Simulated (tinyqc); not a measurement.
# Worked calculation: p-i-n power rectifier, conductivity modulation at high injection

Program tinyqc, `OMP_NUM_THREADS=1 python tinyqc.py 2230141 2230142 out.jsonl`; Intel Xeon 2.30GHz, shared host, one thread, about 0.01 s. Printed values are rounded.

A drift layer from x = -d to d (2 d = W) between ideal p+ and n+ emitters (no recombination in them). High injection, n = p, ambipolar diffusion with one lifetime; both mobilities scale as (T/300 K)^(-bt).

Values chosen for this exercise; bulk values close to those of silicon:

| symbol | value | unit | meaning |
|---|---|---|---|
| T | 300 | K | temperature |
| eps_r | 11.3 |  | relative permittivity |
| Kc | 3960 | V/cm per (cm^-3)^(1/8) | critical-field constant |
| BV | 1800 | V | rated breakdown voltage of the drift layer |
| mud | 1260 | cm^2/(V s) | drift mobility at 300 K |
| bt | 2 |  | temperature exponent of the drift mobility |
| mup | 412 | cm^2/(V s) | hole mobility at 300 K |
| Eg | 1.14 | eV | band gap |
| Nc | 2.8e19 | cm^-3 | conduction-band density of states at T |
| Nv | 2.65e19 | cm^-3 | valence-band density of states at T |
| J | 100 | A/cm^2 | forward current density |
| tau | 7.3e-7 | s | high-level lifetime |

Constants: q = 1.602176634e-19 C, kB = 1.380649e-23 J/K, Vt = kB T/q, eps0 = 8.8541878128e-14 F/cm where lengths are in cm. Results are converted to the units shown.

## Drift layer

Triangular field at breakdown with Ec = Kc N^(1/8): BV = eps0 eps_r Ec^2/(2 q N), so N = (eps0 eps_r Kc^2/(2 q BV))^(4/3); W = 2 BV/Ec; mu = mud (T/300 K)^(-bt); rho = 1/(q mu N); ideal resistance rho W.

drift doping N = 8.18100e13 cm^-3
Ec = 0.217168 MV/cm
drift thickness W = 165.770 um
electron mobility mu at T = 1260 cm^2/(V s)
drift resistivity rho = 60.5498 ohm cm
ideal resistance = 1003.74 mohm cm^2

## Carrier profile

Da = 2 mun mup Vt/(mun + mup), La = sqrt(Da tau), B = (mun - mup)/(mun + mup) with mun = mud (T/300 K)^(-bt), mup likewise; n(x) = (tau J/(2 q La)) [cosh(x/La)/sinh(d/La) - B sinh(x/La)/cosh(d/La)]. 9 equal steps.

Da = 16.0530 cm^2/s
La = 34.2325 um
B = 0.507177

```
point    x (um)   n (cm^-3)
0      -82.8851  1.00831e17
1      -64.4662  5.91729e16
2      -46.0473  3.50623e16
3      -27.6284  2.13496e16
4       -9.2095  1.39681e16
5        9.2095  1.07288e16
6       27.6284  1.06713e16
7       46.0473  1.37783e16
8       64.4662  2.09713e16
9       82.8851  3.43834e16
```

d/La = 2.42. The lowest density on the grid is 130 times the drift doping.

## Forward voltage and stored charge

Ohmic drop: integral of J/(q (mun + mup) n); diffusion (Dember) drop Vt B ln(n(-d)/n(d)); both junctions together Vt ln(n(-d) n(d)/ni^2), ni = sqrt(Nc Nv) exp(-Eg/(2 Vt)), Eg in volts; V_F = the sum; stored charge q times the integral of n. Trapezoid rule; mun and mup scale as (T/300 K)^(-bt).

ohmic drop = 0.337274 V
diffusion drop = 0.0141064 V
junction drops = 0.822697 V
V_F = 1.17408 V
stored charge = 74.7527 uC/cm^2

A fine grid gives V_F = 1.175 V and the stored charge J tau = 73.00 uC/cm^2. Without modulation the drift layer alone would drop J rho W = 100 V, 286 times the ohmic and diffusion drops together.
